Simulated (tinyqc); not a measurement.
Which input was changed? Model: single-band model of a thermoelectric material. Computed by tinyqc, a small Python program. Command: `OMP_NUM_THREADS=1 python tinyqc.py 3017091 3017092 out.jsonl thermo which`. One thread of a shared host (Intel(R) Xeon(R) Processor @ 2.30GHz), about 0.2 s of CPU time with the checks.

One spherical band, one scattering law, no minority carriers and no phonon drag. In a real material minority carriers limit |S| to about E_g/(2 e T), so larger values are formal. eta = E_F/(k_B T) is counted from the band edge; f = 1/(1 + exp(x - eta)).

Inputs (values chosen for the exercise, for a model material):
```
quantity                              value        unit
density-of-states mass m               0.94         m_0
mobility parameter mu_300               330  cm^2/(V s)
temperature exponent p                  1.5           -
lattice thermal conductivity kappa_L    5.1     W/(m K)
carrier density n                     1e+20      1/cm^3
temperature T                          1060           K
```

Band: parabolic. Scattering: acoustic phonons, r = -0.5.

Constants: m_0 = 9.1093837015e-31 kg; k_B = 1.380649e-23 J/K; hbar = 1.054571817e-34 J s; k_B = 8.617333262e-05 eV/K; e = 1.602176634e-19 C.

Method:
- With x = E/(k_B T), a = alpha k_B T (0 for a parabolic band), G = x (1 + a x), D = 1 + 2 a x and <y> = int y f (1 - f) dx, f = 1/(1 + exp(x - eta)): tau = tau_0 G^r/D; transport function s = G^(3/2 + r)/D^2; n = N_0 <G^(3/2)> with N_0 = (2 m k_B T)^(3/2)/(3 pi^2 hbar^3).
- Integrals over x = E/(k_B T) use 160 Gauss-Legendre points in u = sqrt(x) from 0 to sqrt(max(eta, 0) + 32).
- Solve for eta.
- sigma = e mu_0 N_0 <s> with mu_0 = e tau_0/m = mu_300 (T/300 K)^(-p); |S| = (k_B/e)(<x s>/<s> - eta); Lorenz number L = (k_B/e)^2 (<x^2 s>/<s> - (<x s>/<s>)^2); kappa_e = L sigma T; zT = S^2 sigma T/(kappa_L + kappa_e).
- Hall factor r_H = <G^(3/2)> <G^(3/2 + 2r)/D^4>/<s>^2; drift mobility sigma/(n e) with n = N_0 <G^(3/2)>; power factor S^2 sigma.
- Quality factor B = (k_B/e)^2 e mu_0 N_0 T/kappa_L; zT and the power factor are maximised over eta between -8 and 30.

Problem. One of these inputs alone was changed, within the range given: density-of-states mass m (0.47 to 1.88); mobility parameter mu_300 (165 to 660); carrier density n (5e+19 to 2e+20); temperature T (530 to 1300). Which one, and to what value?

Results:
```
run     Seebeck coefficient |S| (microvolt/K)  Lorenz number L (1e-8 V^2/K^2)  density of the largest zT (1/cm^3)
before                               216.2489                        1.596699                        1.112526e+20
after                                203.3236                        1.614742                        1.112526e+20
```

Solution.

Each candidate set to reproduce Seebeck coefficient |S|, and what it then gives:
```
candidate                               range searched  value needed  Lorenz number L (1e-8 V^2/K^2)  density of the largest zT (1/cm^3)
density-of-states mass m (m_0)            0.47 to 1.88        0.8418                          1.6147                          9.9505e+19
mobility parameter mu_300 (cm^2/(V s))      165 to 660     no effect                               -                                   -
carrier density n (1/cm^3)              5e+19 to 2e+20      1.180e20                          1.6147                          1.1125e+20
temperature T (K)                          530 to 1300         949.3                          1.6147                          9.7772e+19
```

Only carrier density n fits every result: it went from 1e+20 to 1.18e20 1/cm^3. The next best candidate, density-of-states mass m, misses one result by 11 %.
